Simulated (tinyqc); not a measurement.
Frequency dispersion of an accumulation capacitance by border traps, distributed model: one step of the calculation.

Traps spread evenly through the insulator exchange electrons with the semiconductor by tunnelling, with tau(x) = t0 exp(2 ka x) at depth x from the interface. The admittance per area Y seen at depth x obeys dY/dx = -Y^2/(i w eps0 eox) + q Nb ln(1 + i w tau)/tau, with Y(0) = i w Cs and w = 2 pi f; the gate sees Y(tox) = G + i w C. Working variable y = Y/(i w), in uF/cm^2. Cox = eps0 eox/tox.

Question. Midpoint steps through the active depth. In terms of y: dy/dx = -y^2/(eps0 eox) + s(x), s = q Nb ln(1 + z)/z, z = i w tau. 10 midpoint steps of h = xe/10: y_half = y + (h/2) y'(x, y), y(new) = y + h y'(x + h/2, y_half).

Values chosen for this exercise; permittivity close to that of silicon dioxide: relative permittivity of the insulator eox = 3.77; semiconductor capacitance in accumulation Cs = 7.6 uF/cm^2; density of border traps Nb = 3.1e18 cm^-3 eV^-1; decay constant of the wave function in the insulator ka = 5.8 1/nm; time constant of a trap at the interface t0 = 3e-10 s; frequency f = 100 Hz; depth down to which the steps are taken xe = 1.8 nm.

Constants: q = 1.602176634e-19 C, eps0 = 8.8541878128e-14 F/cm where lengths are in cm. Results are converted to the units shown.

Wanted: x; s; y.

Answer.

```
point  x (nm)  s (uF/(cm^2 nm))   y (uF/cm^2)
0           0  0.04967+0.00000i  7.600+0.000i
1      0.1800  0.04967+0.00000i  5.637+0.000i
2      0.3600  0.04967+0.00000i  4.411+0.000i
3      0.5400  0.04967+0.00000i  3.604+0.000i
4      0.7200  0.04967-0.00002i  3.040+0.000i
5      0.9000  0.04967-0.00016i  2.628+0.000i
6       1.080  0.04962-0.00129i  2.314+0.000i
7       1.260  0.04703-0.00960i  2.068-0.001i
8       1.440  0.01883-0.01850i  1.868-0.004i
9       1.620  0.00279-0.00601i  1.699-0.005i
10      1.800  0.00035-0.00122i  1.558-0.004i
```

Program tinyqc, `OMP_NUM_THREADS=1 python tinyqc.py 2202239 2202240 out.jsonl`; Intel Xeon 2.30GHz, shared host, one thread, about 0.7 s.
